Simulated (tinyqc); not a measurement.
Yield over energy: physical sputtering: collision-cascade yield, angular dependence, faceting and resputtering in deposition. Computed by tinyqc, a small Python program. Command: `OMP_NUM_THREADS=1 python tinyqc.py 3008284 3008285 out.jsonl sputter walk`. One thread of a shared host (Intel(R) Xeon(R) Processor @ 2.30GHz), about 0.01 s of CPU time with the checks.

Ions start collision cascades; atoms that reach the surface with more than U leave. The target is amorphous or fine-grained.

Inputs (values chosen for the exercise, modelled on argon ions on copper):

| quantity | value | unit |
|---|---|---|
| ion Z1 | 18 | - |
| ion mass M1 | 39.95 | u |
| target Z2 | 29 | - |
| target mass M2 | 63.55 | u |
| surface binding energy U | 3.49 | eV |
| target density N | 84.9 | 1/nm^3 |
| fit factor Q | 1.1 | - |
| ion energy E | 6500 | eV |
| current density J | 0.12 | mA/cm^2 |

Constants: e = 1.602176634e-19 C.

Method. gamma = 4 M1 M2/(M1 + M2)^2; threshold E_th = 6.7 U/gamma for M1 >= M2, else U (1 + 5.7 M1/M2)/gamma. eps = 0.03255 M2 E/(Z1 Z2 (M1 + M2) z), z = (Z1^(2/3) + Z2^(2/3))^(1/2), E in eV; s_n = 3.441 sqrt(eps) ln(eps + 2.718)/(1 + 6.355 sqrt(eps) + eps (6.882 sqrt(eps) - 1.708)); S_n = 84.78 Z1 Z2 M1 s_n/((M1 + M2) z) in eV angstrom^2; alpha = 0.249 (M2/M1)^0.56 + 0.0035 (M2/M1)^1.5 for M1 <= M2, else 0.0875 (M2/M1)^(-0.15) + 0.165 M2/M1; Y0 = 0.042 Q alpha S_n/U [1 - sqrt(E_th/E)]^2.5 (the electronic-loss factor of the full formula is dropped). Erosion rate = Y0 J/(e N); 1 cm^2 = 1e14 nm^2.

threshold E_th = 16.8728 eV

Normal incidence:

| E (eV) | eps | S_n (eV angstrom^2) | Y0 | Y0 per keV |
|---|---|---|---|---|
| 50 | 4.7406e-04 | 278.6 | 0.1384 | 2.7672 |
| 100 | 9.4812e-04 | 375.4 | 0.4370 | 4.3696 |
| 200 | 1.8962e-03 | 497.8 | 0.9220 | 4.6102 |
| 300 | 2.8444e-03 | 582.0 | 1.2920 | 4.3066 |
| 500 | 4.7406e-03 | 701.1 | 1.8437 | 3.6874 |
| 1000 | 9.4812e-03 | 883.9 | 2.7263 | 2.7263 |
| 2000 | 1.8962e-02 | 1084.6 | 3.7232 | 1.8616 |
| 5000 | 4.7406e-02 | 1358.1 | 5.1073 | 1.0215 |
| 10000 | 9.4812e-02 | 1547.2 | 6.0851 | 0.6085 |
| 30000 | 2.8444e-01 | 1725.1 | 7.0958 | 0.2365 |
| 100000 | 9.4812e-01 | 1544.4 | 6.5287 | 0.0653 |

What does the comparison show, and why?

The yield per keV peaks at 200 eV among these rows, 12 times the threshold, the most economical range for removing atoms. Y0 varies as E^1.66 between the first rows and as E^-0.07 at the end; it peaks near 30000 eV, close to the broad maximum of nuclear stopping. Caution: the electronic-loss factor, dropped here, would lower the yields at the highest energies slightly.

Extremes, crossings and ranges named in words are read from the listed rows.
